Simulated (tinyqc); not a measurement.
Lattice vibrations of a chain, step by step. Computed by tinyqc, a small Python program that keeps every step. Command: `OMP_NUM_THREADS=1 python tinyqc.py 29614 29615 out.jsonl` (the two numbers bound the seeds that draw the settings). One thread of a shared host (Intel(R) Xeon(R) Processor @ 2.60GHz), about 0.01 s of CPU time with the checks.

## Dynamical matrix at q = 0.25

A chain moving along its axis:
```
atom    mass (u)  spring to the next atom (eV/angstrom^2)
1      53.800000                                11.900000
2       5.200000                                20.500000
3     105.900000                                 2.400000
```

q is in units of 2 pi/a. A spring k from atom i to atom j, n cells on, adds k to Phi_ii and Phi_jj, -k exp(2 pi i q n) to Phi_ij and the conjugate to Phi_ji (for one atom a cell: 2k (1 - cos 2 pi q n)); D_ij = Phi_ij / sqrt(m_i m_j).

D(q) (eV/(angstrom^2 u)), lower triangle (Hermitian):
```
                    1          2         3
1            0.265799
2           -0.711466   6.230769
3  0.000000-0.031796i  -0.873583  0.216242
```

## Frequencies

omega^2 are the eigenvalues; wavenumber = 521.4708 sqrt(eigenvalue) 1/cm.

eigenvalues: 0.024274  0.253012  6.435524

wavenumbers (1/cm): 81.2  262.3  1322.9

weights |e|^2 of the mass-weighted modes:
```
          mode 1    mode 2    mode 3
atom 1  0.292057  0.695069  0.012874
atom 2  0.030927  0.001047  0.968026
atom 3  0.677016  0.303883  0.019101
```

## Dispersion and heat capacity

C/k_B per atom = mean over q = (j + 1/2)/80, j = 0..39 and all branches of y^2 e^y/(e^y - 1)^2, y = hc wavenumber / k_B T.

Wavenumbers (1/cm):
```
q           branch 1    branch 2     branch 3
0.000000    0.000000  275.089190  1322.782178
0.062500   21.443205  274.214512  1322.789985
0.125000   42.459286  271.646480  1322.812214
0.187500   62.580360  267.563640  1322.845475
0.250000   81.245186  262.301438  1322.884700
0.312500   97.724185  256.415787  1322.923914
0.375000  111.028813  250.766299  1322.957150
0.437500  119.889004  246.534000  1322.979353
0.500000  123.033696  244.937682  1322.987149
```

Heat capacity:
```
T (K)  C/k_B per atom
20           0.092562
50           0.233693
100          0.412257
200          0.576053
300          0.645444
600          0.807988
1200         0.935105
```

zero-point energy per atom = 34.282275 meV
